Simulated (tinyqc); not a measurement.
Plasmons of a degenerate electron gas in the random-phase approximation: sweeps and comparisons. A value that a table varies takes the place of the one given here.

Zero temperature, parabolic band: kF = (3 pi^2 n)^(1/3), EF = c kF^2/m, Ep^2 = 8 pi c e2 n/(m eb), qTF^2 = 6 pi e2 n/(eb EF), c = hbar^2/2m0, e2 = e^2/(4 pi eps0), n in 1/angstrom^3 (1e-24 per 1/cm^3).

Lindhard function: eps(q, E)/eb = 1 + (qTF/q)^2 (f1 + i f2) with z = q/(2 kF), u = E/(hbar vF q), hbar vF = 2 c kF/m; f1 = 1/2 + [h(z - u) + h(z + u)]/(8 z), h(x) = (1 - x^2) ln|(x + 1)/(x - 1)|; f2 = pi u/2 for z + u < 1, (pi/(8 z))(1 - (z - u)^2) for |z - u| < 1 < z + u, else 0. Pairs exist for c (q^2 - 2 q kF)/m < E < c (q^2 + 2 q kF)/m.

Constants: hbar^2/2m0 = 3.80998211 eV angstrom^2; e^2/(4 pi eps0) = 14.39964547 eV angstrom; a0 (Bohr radius) = 0.5291772105 angstrom.

Inputs chosen for the exercise (mass and background constant near those of GaN; polar phonons, which mix with the plasmon in the real crystal, and the rise of the mass with filling are left out; the results hold for these values, not for the real material): n = 7e+18 1/cm^3 (electron density); m = 0.21 m0 (mass); eb = 5.52 (background dielectric constant); ed = 3.9 (dielectric constant of the surroundings); d = 50 angstrom (film thickness); qp = 0.0107 1/angstrom (wave vector of the plasmon).

## Dispersion and weight of the plasmon

Short formula: E^2 = Ep^2 + (3/5)(hbar vF q)^2 + (c q^2/m)^2; qc is where the plasmon meets the top of the continuum. The weight is the share of the f-sum that the plasmon carries, 2E/(Ep^2 d(eps/eb)/dE); a dash marks no undamped root.

Energies (meV):

| q (1/angstrom) | q/kF | top of continuum | plasmon | short formula | weight |
|---|---|---|---|---|---|
| 0.00457 | 0.077 | 10.19 | 91.57 | 91.57 | 1.000 |
| 0.0114 | 0.193 | 26.84 | 93.25 | 93.23 | 1.000 |
| 0.0183 | 0.309 | 45.37 | 96.51 | 96.38 | 0.997 |
| 0.0251 | 0.424 | 65.33 | 101.5 | 101.0 | 0.987 |
| 0.0320 | 0.541 | 87.29 | 109.0 | 107.3 | 0.952 |
| 0.0366 | 0.618 | 102.9 | 115.7 | 112.4 | 0.894 |
| 0.0411 | 0.694 | 118.9 | 124.2 | 118.1 | 0.770 |
| 0.0443 | 0.749 | 130.7 | 131.9 | 122.6 | 0.564 |
| 0.0503 | 0.850 | 153.9 | - | 132.0 | - |
| 0.0594 | 1.004 | 191.6 | - | 149.0 | - |

qc = 0.04571 1/angstrom

What can be read from the table?

Ep = 91.25 meV. The plasmon rises from 91.57 to 131.9 meV just before qc, 45 % above Ep. The short formula errs by -0.53 % at q/kF = 0.42 and -7.07 % next to qc. The weight falls from 1.000 to 0.564 as pairs take over the sum.

## Density dependence

n is multiplied by the factor listed.

Results:

| factor | rs | EF (meV) | Ep (meV) | Ep/EF | qc/kF | alpha = 3 EF/(5 Ep) |
|---|---|---|---|---|---|---|
| 0.10 | 5.023 | 13.69 | 28.86 | 2.108 | 1.029 | 0.285 |
| 0.20 | 3.987 | 21.73 | 40.81 | 1.878 | 0.944 | 0.320 |
| 0.50 | 2.937 | 40.03 | 64.52 | 1.612 | 0.842 | 0.372 |
| 1.0 | 2.331 | 63.54 | 91.25 | 1.436 | 0.772 | 0.418 |
| 2.0 | 1.850 | 100.9 | 129.0 | 1.279 | 0.708 | 0.469 |
| 5.0 | 1.363 | 185.8 | 204.0 | 1.098 | 0.630 | 0.546 |
| 10 | 1.082 | 294.9 | 288.6 | 0.978 | 0.577 | 0.613 |

What can be read from the table?

Over two decades Ep grows by 10.0 (n^(1/2)) and EF by 21.5 (n^(2/3)), so Ep/EF falls from 2.108 to 0.978 as sqrt(rs), and qc/kF from 1.029 to 0.577: in a dense gas the plasmon enters the continuum earlier on the scale of kF. alpha is the coefficient in E = Ep + alpha hbar^2 q^2/(m m0). The random-phase values are only rough in the rows with rs above about 2 (up to 5.0 here); in a doped crystal the Mott density, below which donors bind the electrons, lies near rs = 2.4 when rs is formed with the static constant.

## Thin film modes against wave vector (bulk, surface, particle and sheet plasmons)

Drude medium eps = eb (1 - Ep^2/E^2), no retardation. A film of thickness d has modes eps = -ed coth(q d/2) (lower) and eps = -ed tanh(q d/2) (upper); a sheet with ns = n d has E^2 = 4 pi c e2 ns q/(m ed). One surface: eps = -ed; small sphere: eps = -2 ed.

Modes (meV):

| q d | q (1/angstrom) | lower | upper | sheet |
|---|---|---|---|---|
| 0.020 | 0.000400 | 10.78 | 90.93 | 10.86 |
| 0.050 | 0.00100 | 16.87 | 90.45 | 17.16 |
| 0.10 | 0.00200 | 23.45 | 89.68 | 24.27 |
| 0.20 | 0.00400 | 32.08 | 88.20 | 34.33 |
| 0.50 | 0.0100 | 46.30 | 84.25 | 54.28 |
| 1.0 | 0.0200 | 57.38 | 79.23 | 76.76 |
| 2.0 | 0.0400 | 65.72 | 73.58 | 108.6 |
| 4.0 | 0.0800 | 69.32 | 70.38 | 153.5 |
| 8.0 | 0.160 | 69.84 | 69.86 | 217.1 |

bulk, surface, sphere (meV): 91.25  69.85  58.74

How do the results move?

At small q d the lower mode tends to the sheet law sqrt(q) (within 5 % up to q d = 0.1 of the values listed) and the upper one starts near the bulk value. At q d = 8 the two are 0.019 meV apart around the surface value 69.85 meV. Retardation, left out here, matters where q is below about three times sqrt(ed) E/(hbar c), hbar c = 1973.27 eV angstrom: that holds for 0 of the rows (from the top) for the lower mode and 0 for the upper one. From q d = 2 on q exceeds half of kF = 0.0592 1/angstrom, where a local dielectric function has failed; it does so earlier, once hbar vF q nears the mode energy. The film is thinner than half a Fermi wavelength, pi/kF, so a real one would be quantised.

## What moves the plasmon

The plasmon is taken at qp. Each row changes one parameter from the base and keeps the others.

Results:

| case | Ep (meV) | plasmon at qp (meV) | qc (1/angstrom) |
|---|---|---|---|
| base | 91.25 | 93.00 | 0.04571 |
| n = 8.4e+18 1/cm^3 | 99.96 | 101.8 | 0.04748 |
| m = 0.2415 m0 | 85.09 | 86.51 | 0.04818 |
| eb = 4.968 | 96.18 | 97.85 | 0.04756 |
| qp = 0.00749 1/angstrom | 91.25 | 92.10 | 0.04571 |

What does this show?

The largest shifts from the base row, up to three for each result and ties (the steps differ in size, so this ranks the rows, not the parameters). Ep (meV): n +8.71, m -6.16, eb +4.94; unchanged at the printed digits by qp. plasmon at qp (meV): n +8.76, m -6.49, eb +4.85. qc (1/angstrom): m +0.00247, eb +0.00185, n +0.00176; unchanged at the printed digits by qp.

(tinyqc, `OMP_NUM_THREADS=1 python tinyqc.py 1680204 1680205 out.jsonl`, Intel(R) Xeon(R) Processor @ 2.30GHz, 1 thread, shared host, about 0.01 s.)
